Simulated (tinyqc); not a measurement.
Heterojunction of two tight-binding chains: one step. Transmission. Three cases, with inputs chosen for the exercise.

Question. The last site of the left chain has energy 2 t1 + U, and S1, S2 are the self-energies of the two half chains on it. G = 1/(E - 2 t1 - U - S1 - S2); T = 4 Im(S1) Im(S2) |G|^2.

Case 1.

Values chosen (out of a larger set: masses and offset of the size met at InAs / GaSb; not measured data): E = 0.965 eV (electron energy); U = -0.76 eV (extra energy on the last left site).

t1 = 17.355968 eV
S1 = -16.8734681-4.0639516i eV
S2 = -18.7098299-1.5291575i eV

Case 2.

Values chosen (out of a larger set: masses and offset of the size met at Si / SiGe; not measured data): E = 0.175 eV (electron energy); U = 0 eV (extra energy on the last left site).

t1 = 1.301223 eV
S1 = -1.2137234-0.4691032i eV
S2 = -1.2749119-0.2603496i eV

Case 3.

Values chosen (out of a larger set: masses and offset of the size met at Si / SiGe; not measured data): E = 0.29 eV (electron energy); U = -1.19 eV (extra energy on the last left site).

t1 = 2.075154 eV
S1 = -1.9301537-0.7620824i eV
S2 = -2.0099576-0.5160748i eV

Give: G; T.

Answer.

Case 1.

G = 0.0683-0.1471i 1/eV
T = 0.6537

A fraction 0.3463 is reflected although the electron lies above the step.

Case 2.

G = 0.1142-1.3613i 1/eV
T = 0.9117

A fraction 0.0883 is reflected although the electron lies above the step.

Case 3.

G = 0.3912-0.3938i 1/eV
T = 0.4846

A fraction 0.5154 is reflected although the electron lies above the step.

Computed by tinyqc, one run a case: `OMP_NUM_THREADS=1 python tinyqc.py N N+1 out.jsonl` with N = 1480460, 1480621, 1480748; one thread of a shared Intel(R) Xeon(R) Processor @ 2.30GHz, about 0.01 s a run at most.
